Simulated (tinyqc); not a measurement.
G0W0 on RHF in the 6-31g basis, for He, spin multiplicity 1, step by step. One step of it, computed by the program tinyqc.

Task: G0W0 on Hartree-Fock: LUMO. W(p,q,m) = sqrt2 sum_ia (pq|ia) (X+Y)_ia,m; Sigma_c(x) = sum_(i,m) W^2/(x - e_i + w_m) + sum_(a,m) W^2/(x - e_a - w_m); solve x = e_p + Sigma_c(x) by Newton steps; Z = 1/(1 - dSigma/dx); 1 hartree = 27.211386 eV.

orbital energies (hartree): MO1 -0.914127, MO2 1.399859

Two-electron integrals over orbitals (pq|rs), unique and non-zero (hartree):
```
(11|11) 1.026907    (21|11) -0.316490   (21|21) 0.227670    (22|11) 0.858133
(22|21) -0.255554   (22|22) 0.766363
```

excitation energies w (hartree): 2.731636

X + Y:
```
            1
1>2  0.920384
```

Give: The 12 largest terms at x = e_p; Newton steps; quasiparticle energy of the LUMO; Hartree-Fock value.

Result:

The 12 largest terms at x = e_p (hartree; W for the signs of X + Y given):
```
q  m        W     term
2  1  -0.3326  -0.0405
1  1   0.2963   0.0174
```

Newton steps (hartree):
```
step       x  Sigma_c(x)       Z
0     1.3999     -0.0231  0.9821
1     1.3772     -0.0227  0.9823
2     1.3772     -0.0227  0.9823
```

quasiparticle energy of the LUMO = 37.4747 eV

Hartree-Fock value = 38.0921 eV
